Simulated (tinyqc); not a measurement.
Trading HF for NH4F at fixed fluoride: speciation in dilute and buffered hydrofluoric acid, oxide etch rate and bath loading. Computed by tinyqc, a small Python program. Command: `OMP_NUM_THREADS=1 python tinyqc.py 3121034 3121035 out.jsonl hfetch walk`. One thread of a shared host (Intel(R) Xeon(R) Processor @ 2.30GHz), about 0.01 s of CPU time with the checks.

Concentrations stand for activities, NH4+ and Cl- are spectators, and water ionisation is neglected. H, F and HF2 denote the ions H+, F- and HF2-. The base temperature is 298 K.

Inputs (values chosen for the exercise, of the order of those for thermal oxide at room temperature):

| quantity | value | unit |
|---|---|---|
| HF added | 1.6 | mol/L |
| NH4F added | 1.2 | mol/L |
| K1 = [H][F]/[HF] | 0.000695 | mol/L |
| K2 = [HF2]/([HF][F]) | 3.89 | L/mol |
| K3 = [H2F2]/[HF]^2 | 0 | L/mol |
| rate constant of neutral HF k_a | 12 | nm L/(min mol) |
| rate constant of HF2 k_b | 52 | nm L/(min mol) |

Method:
- Fluoride balance: [HF] + [F] + 2 [HF2] + 2 [H2F2] = HF added + NH4F added. Acid balance: [H] + [HF] + [HF2] + 2 [H2F2] = HF added + HCl added. For a trial [H], [HF] = [H][F]/K1, and the fluoride balance is a quadratic in [F].
- Rate = k_a ([HF] + 2 [H2F2]) + k_b [HF2], an empirical two-term form.
- Total fluoride is held at HF + NH4F added, without HCl; x is the share added as HF.

Against x:

| x | pH | [F] (mol/L) | [HF] (mol/L) | [HF2] (mol/L) | rate (nm/min) |
|---|---|---|---|---|---|
| 0.05 | 5.4511 | 2.5329 | 0.0129 | 0.12710 | 6.764 |
| 0.15 | 4.7825 | 2.0077 | 0.0477 | 0.37231 | 19.932 |
| 0.30 | 4.1065 | 1.2623 | 0.1421 | 0.69781 | 37.991 |
| 0.40 | 3.6506 | 0.8262 | 0.2657 | 0.85404 | 47.599 |
| 0.50 | 3.1593 | 0.4857 | 0.4843 | 0.91500 | 53.392 |
| 0.60 | 2.6694 | 0.2671 | 0.8228 | 0.85502 | 54.335 |
| 0.75 | 2.0064 | 0.1047 | 1.4850 | 0.60511 | 49.286 |
| 0.90 | 1.3519 | 0.0342 | 2.1852 | 0.29032 | 41.319 |
| 1.00 | 0.8589 | 0.0127 | 2.5360 | 0.12565 | 36.965 |

What does the comparison show, and why?

[HF2] is largest at x = 0.5 and the rate at x = 0.6 among these rows; HF2 needs both HF and F. At its best the mixture etches 1.47 times as fast as HF alone.

Extremes, crossings and ranges named in words are read from the listed rows.
